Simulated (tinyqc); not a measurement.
Inside a calculation. Method: coupled-perturbed Hartree-Fock on RHF in the sto-3g basis, for BeH+, spin multiplicity 1. One step of it, computed by the program tinyqc.

Task: Response to a field: uncoupled start. Field along z; U_ai = -mu_ai / (e_a - e_i), alpha = -4 sum U_ai mu_ai.

orbital energies (hartree): MO1 -5.029897, MO2 -0.767337, MO3 -0.267910, MO4 -0.149766, MO5 -0.149766, MO6 0.441468

dipole integrals <a|z|i> (bohr):
```
,i1,i2
a3,-0.105489,-0.581453
a4,0.000000,0.000000
a5,0.000000,0.000000
a6,-0.096626,0.676328
```

Give: uncoupled U; uncoupled polarisability.

Result:

uncoupled U:
```
,i1,i2
a3,0.0222,1.1642
a4,0.0000,0.0000
a5,0.0000,0.0000
a6,0.0177,-0.5595
```

uncoupled polarisability = 4.2376 bohr^3
